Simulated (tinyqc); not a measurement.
Phonon-assisted absorption at an indirect gap, step by step. Values are carried at full precision from step to step, so a last printed digit may differ when a step is redone from the rounded ones.

alpha(E) = sum_j A_j [N_j (E - Eg + w_j)^2 + (N_j + 1)(E - Eg - w_j)^2], each bracket counted only where its base is positive; N_j = 1/(exp(w_j/kB T) - 1). The first term absorbs a phonon and the second emits one; excitons and direct transitions are left out.

Constants: kB = 8.617333262e-05 eV/K.

Inputs chosen for the exercise (loosely those of Si at room temperature; Eg is not tied to T; not measured data): Eg = 1.135 eV (indirect gap, held fixed unless listed); w = (56, 18) meV (two zone-edge phonons); A = (2800, 340) 1/(cm eV^2) (their strengths); T = 400 K; E = 1.529 eV (photon energy); nr = 3.67 (refractive index); d = 1.7 micrometre (thickness); xj = 0.79 micrometre (dead layer at the surface); W = 3.4 micrometre (depleted width); L = 6.3 micrometre (minority diffusion length below it).

## The four branches at one energy

Evaluate the occupations and each term.

N_j: [0.2453, 1.458]

terms with phonon absorption (1/cm): [139.1, 84.16]

terms with phonon emission (1/cm): [398.4, 118.2]

alpha = 739.8 1/cm
wavelength hc/E (hc = 1239.841984 eV nm) = 810.9 nm

Phonon absorption supplies 30.2 % of alpha; the depth 1/alpha is 13.5 micrometre.

## What a slab does with it

Slab of thickness d in air, incoherent passes: R = ((nr - 1)/(nr + 1))^2, x = exp(-alpha d); transmitted Tr = (1 - R)^2 x/(1 - R^2 x^2), reflected Rt = R + (1 - R)^2 R x^2/(1 - R^2 x^2), absorbed Ab = (1 - R)(1 - x)/(1 - R x).

d in cm is 1e-4 times the value in micrometres.

R = 0.3269
x = 0.8818
Tr = 0.4358
Rt = 0.4525
Ab = 0.1118

A single pass would absorb (1 - R)(1 - x) = 0.0795; the back face adds 0.0322.

## Quantum efficiency of a diode

Photodiode (Gaertner form with a dead layer): QE = (1 - R) exp(-alpha xj) [1 - exp(-alpha W)/(1 + alpha L)], R = ((nr - 1)/(nr + 1))^2; responsivity = QE/E in A/W for E in eV.

Evaluate the factors; 1 micrometre = 1e-4 cm.

passes the dead layer = 0.9432
collected share = 0.4696
QE = 0.2981
responsivity = 0.1950 A/W

Without diffusion from below the collected share would be 0.2224.

## Checks

- Tr + Rt + Ab against 1: both 1.000000.

(tinyqc, `OMP_NUM_THREADS=1 python tinyqc.py 1682759 1682760 out.jsonl`, Intel(R) Xeon(R) Processor @ 2.30GHz, 1 thread, shared host, about 0.01 s.)
